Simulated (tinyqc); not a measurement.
Sputter depth profiling of a dopant layer: erosion rate, quantification and the mixing-roughness response. Changing the level that defines the junction C_B. Computed by tinyqc, a small Python program. Command: `OMP_NUM_THREADS=1 python tinyqc.py 3028371 3028372 out.jsonl sims sweep`. One thread of a shared host (Intel(R) Xeon(R) Processor @ 2.30GHz), about 0.2 s of CPU time with the checks.

A rastered ion beam erodes silicon (49.94 atoms per nm^3). The measured profile is the true one convolved with a depth response.

Inputs (values chosen for the exercise, modelled on a dopant in silicon under an oxygen or caesium beam):

| quantity | value | unit |
|---|---|---|
| beam energy E | 3.1 | keV |
| beam current | 280 | nA |
| raster side | 400 | um |
| sputter yield at 1 keV | 1.2 | - |
| mixing length at 1 keV | 1.8 | nm |
| roughness sigma | 0.94 | nm |
| depth of the top edge z0 | 44 | nm |
| box width b | 23 | nm |
| box concentration C | 4.1e+19 | 1/cm^3 |
| relative sensitivity factor RSF | 1.1e+21 | 1/cm^3 |
| matrix count rate | 1.6e+06 | 1/s |
| background count rate | 0.42 | 1/s |
| counting time per point | 1 | s |

True profile: box.

Constants: e = 1.602176634e-19 C.

Method:
- Scaling chosen for the exercise: yield Y = Y1 E^0.5, mixing length w = w1 E^0.5 (E in keV).
- Erosion rate = Y I/(e x raster^2 x density); depth step = rate x counting time; concentration = RSF x counts/matrix counts; detection limit = RSF x 3 sqrt(background x time)/(matrix rate x time).
- Mixing alone turns a layer at z0 into (1/w) exp(-(z - z0 + w)/w) for z > z0 - w; roughness adds a Gaussian of width sigma. With x = z - z0 + w: g(x) = (1/(2w)) exp(sigma^2/(2 w^2) - x/w) erfc((sigma/w - x/sigma)/sqrt2), and its integral G(x) = (1/2) erfc(-x/(sigma sqrt2)) - w g(x). Measured: C [G(x) - G(x - b)].
- Find the maximum, the full width at half maximum and the deep point where the profile falls to C_B; far down, the trailing edge decays by w ln(10) per decade.

One run for each value:

| level that defines the junction C_B (1/cm^3) | apparent junction depth (nm) |
|---|---|
| 1.00e+15 | 97.629 |
| 3.00e+15 | 94.148 |
| 1.00e+16 | 90.332 |
| 3.00e+16 | 86.850 |
| 1.00e+17 | 83.035 |
| 3.00e+17 | 79.553 |
| 1.00e+18 | 75.737 |
| 3.00e+18 | 72.255 |

Describe and explain the trends.

Over the rows, apparent junction depth (nm) falls from 97.6 to 72.3 (exponent d ln y / d ln x -0.033 between the first rows and -0.043 between the last). Each decade down in C_B adds w ln(10) = 7.30 nm in the exponential tail. Left out: 1.00e19 (the peak is near the junction level, or the box is flat-topped).

Caution (rows 1.00e15): C_B lies below the detection limit, so this point could not be measured.

Extremes, crossings and ranges named in words are read from the listed rows.
